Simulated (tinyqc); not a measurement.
Gated two-dimensional channel with two bands, quantum capacitance: two steps of the calculation.

phi is the Fermi level above the lowest band edge, in volts; Vg is counted from the gate voltage at which an empty channel would have phi = 0. The channel has no thickness; trap charge is -q Dit phi.

Inputs (values chosen for the exercise); lowest band close to that of monolayer MoS2:
- T = 300 K (temperature)
- md = 0.508 m0 (in-plane mass)
- gv = 2 (valley degeneracy)
- m2 = 0.79 m0 (in-plane mass of a second band, chosen freely)
- g2 = 2 (valley degeneracy of that band, chosen freely)
- E2 = 0.22 eV (second band edge above the first)
- Dit = 0 cm^-2 eV^-1 (density of traps)
- Vg = 1.13 V (gate voltage)

Constants: q = 1.602176634e-19 C, kB = 1.380649e-23 J/K, hbar = 1.054571817e-34 J s, m0 = 9.1093837015e-31 kg, Vt = kB T/q. Results are converted to the units shown.

Question 1. New phi. D1 = gv md m0 q/(pi hbar^2), D2 = g2 m2 m0 q/(pi hbar^2) per eV; n1 = D1 Vt ln(1 + exp(phi/Vt)), n2 = D2 Vt ln(1 + exp((phi - E2)/Vt)), n = n1 + n2; Cq = q dn/dphi = q [D1/(1 + exp(-phi/Vt)) + D2/(1 + exp((E2 - phi)/Vt))]. Newton: f = phi + q (n + Dit phi)/Cox - Vg, phi(new) = phi - f/(1 + (Cq + q Dit)/Cox).

phi at the start = 0.01 V
Cox = 1.3976968 uF/cm^2

Wanted: n1; n2; Cq; f; phi after iteration 1.

Answer 1.

n1 = 9.9312e12 cm^-2
n2 = 5.0599e9 cm^-2
Cq = 40.526 uF/cm^2
f = 0.018994 V
phi after iteration 1 = 0.0093668 V

Question 2. Charge and capacitances at the solution. 1/C_G = 1/Cox + 1/(Cq + q Dit); dphi/dVg = Cox/(Cox + Cq + q Dit).

converged phi = 0.0093636986 V
Cox = 1.3976968 uF/cm^2

Find: n; Cq; C_G; dphi/dVg.

Answer 2.

n = 9.7761e12 cm^-2
Cq = 40.121 uF/cm^2
C_G = 1.3506 uF/cm^2
dphi/dVg = 0.033664

Cq is 28.7 times Cox, so C_G is 96.6 % of Cox; 0.829 % of the gate voltage has gone into phi.

Computed by the program tinyqc: `OMP_NUM_THREADS=1 python tinyqc.py 2200024 2200025 out.jsonl`, one thread of a shared Intel Xeon 2.30GHz, about 0.01 s for the whole run.
